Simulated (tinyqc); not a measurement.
Inside a calculation. Method: Hueckel theory of the pi electrons with the omega technique, for the molecule c1ccc(-c2ccccc2)cc1 (SMILES; centres numbered as the heavy atoms are written). One step of it, computed by the program tinyqc.

Task: Energy, charges, bond orders. E = sum n x; q_r = z_r - P_rr; bond order p = P_rs; free valence = sqrt(3) - sum of p over the bonds of the atom.

x values: 2.278414  1.891220  1.317431  1.000000  1.000000  0.704624  -0.704624  -1.000000  -1.000000  -1.317431  -1.891220  -2.278414

occupations: 2.000000  2.000000  2.000000  2.000000  2.000000  2.000000  0.000000  0.000000  0.000000  0.000000  0.000000  0.000000

charge and bond-order matrix P, lower triangle:
```
            1C         2C         3C         4C         5C         6C         7C        8C
1C    1.000000
2C    0.660128   1.000000
3C    0.000000   0.676614   1.000000
4C   -0.306900   0.000000   0.618763   1.000000
5C    0.000000  -0.041365   0.000000   0.369667   1.000000
6C    0.112086   0.000000  -0.145230   0.000000   0.618763   1.000000
7C    0.000000   0.008220   0.000000  -0.041365   0.000000   0.676614   1.000000
8C   -0.095646   0.000000   0.112086   0.000000  -0.306900   0.000000   0.660128  1.000000
9C    0.000000   0.008220   0.000000  -0.041365   0.000000  -0.323386   0.000000  0.660128
10C   0.112086   0.000000  -0.145230   0.000000   0.618763   0.000000  -0.323386  0.000000
11C   0.000000  -0.323386   0.000000   0.618763   0.000000  -0.145230   0.000000  0.112086
12C   0.660128   0.000000  -0.323386   0.000000  -0.041365   0.000000   0.008220  0.000000

           9C        10C       11C       12C
9C   1.000000
10C  0.676614   1.000000
11C  0.000000  -0.145230  1.000000
12C  0.008220   0.000000  0.676614  1.000000
```

Centres:
```
centre  z_r, pi electrons of the neutral centre         h
1C                                            1  0.000000
2C                                            1  0.000000
3C                                            1  0.000000
4C                                            1  0.000000
5C                                            1  0.000000
6C                                            1  0.000000
7C                                            1  0.000000
8C                                            1  0.000000
9C                                            1  0.000000
10C                                           1  0.000000
11C                                           1  0.000000
12C                                           1  0.000000
```

Bonds:
```
i    j  k
1    2  1
2    3  1
3    4  1
4    5  1
5    6  1
6    7  1
7    8  1
8    9  1
9   10  1
4   11  1
11  12  1
12   1  1
10   5  1
```

Give: pi energy = 12 alpha + this times beta; pi charges; Bond orders and lengths from R = 1.517 - 0.180 p; free valence of the carbons; gap between the highest filled and the next level.

Result:

pi energy = 12 alpha + this times beta = 16.3834

pi charges: 1C 0.0000, 2C 0.0000, 3C 0.0000, 4C 0.0000, 5C 0.0000, 6C 0.0000, 7C 0.0000, 8C 0.0000, 9C 0.0000, 10C 0.0000, 11C 0.0000, 12C 0.0000

Bond orders and lengths from R = 1.517 - 0.180 p (angstrom, C-C alone):
```
bond        p       R
1-2    0.6601  1.3982
2-3    0.6766  1.3952
3-4    0.6188  1.4056
4-5    0.3697  1.4505
5-6    0.6188  1.4056
6-7    0.6766  1.3952
7-8    0.6601  1.3982
8-9    0.6601  1.3982
9-10   0.6766  1.3952
4-11   0.6188  1.4056
11-12  0.6766  1.3952
12-1   0.6601  1.3982
10-5   0.6188  1.4056
```

free valence of the carbons: 1C 0.4118, 2C 0.3953, 3C 0.4367, 4C 0.1249, 5C 0.1249, 6C 0.4367, 7C 0.3953, 8C 0.4118, 9C 0.3953, 10C 0.4367, 11C 0.4367, 12C 0.3953

gap between the highest filled and the next level = 1.4092 |beta|
